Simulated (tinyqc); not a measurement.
Inside a calculation. Method: tight binding, honeycomb lattice. Computed by tinyqc, a small Python program that keeps every step. Settings: t1 = 2.65, t2 = 0, phi = 1.57, delta = 0, points = 5. Command: `OMP_NUM_THREADS=1 python tinyqc.py 20781 20782 out.jsonl` (the two numbers bound the seeds that draw the settings). One thread of a shared host (Intel(R) Xeon(R) Processor @ 2.60GHz), about 0.01 s of CPU time with the checks.

## Bloch Hamiltonian at k

Parameters chosen for this model:
```
parameter     value                        unit
t1         2.650000                 eV, nearest
t2                0       eV, second neighbours
phi        1.570000  rad, phase of t2 (Haldane)
delta             0          eV, +/- on A and B
```

k point k (fractions of the reciprocal vectors): 0.430000  -0.120000

H_AB = -t1 (1 + exp(-i k.a1) + exp(-i k.a2)); H_AA = delta - 2 t2 sum cos(k.b + phi), H_BB = -delta - 2 t2 sum cos(k.b - phi), b = a1, a2 - a1, -a2.

H(k) at k (eV):
```
                     A                    B
A             0.000000  -2.183975-0.685735i
B  -2.183975+0.685735i             0.000000
```

## Levels at k

Diagonalise the Hermitian matrix.

eigenvalues (eV): -2.289100  2.289100

weights |c|^2 of the basis functions:
```
     band 1    band 2
A  0.500000  0.500000
B  0.500000  0.500000
```

## Bloch Hamiltonian at K

k point K (fractions of the reciprocal vectors): 0.333333  0.666667

As before.

H(k) at K (eV):
```
          A         B
A  0.000000  0.000000
B  0.000000  0.000000
```

## Levels at K

As before.

eigenvalues (eV): 0.000000  0.000000

## Bands along a path

The same steps at evenly spaced points between the labelled ones.

Bands along the path (eV):
```
k             band 1    band 2
G          -7.950000  7.950000
G-K 0.20   -7.491791  7.491791
G-K 0.40   -6.196392  6.196392
G-K 0.60   -4.287790  4.287790
G-K 0.80   -2.095999  2.095999
K                  0         0
K-M 0.20   -0.896392  0.896392
K-M 0.40   -1.637790  1.637790
K-M 0.60   -2.191791  2.191791
K-M 0.80   -2.534182  2.534182
M          -2.650000  2.650000
M-K' 0.20  -2.534182  2.534182
M-K' 0.40  -2.191791  2.191791
M-K' 0.60  -1.637790  1.637790
M-K' 0.80  -0.896392  0.896392
K'                 0         0
```

With 1 band(s) filled, the highest filled level on these points lies at K and the lowest empty one at K: the bands touch or overlap, so there is no gap.
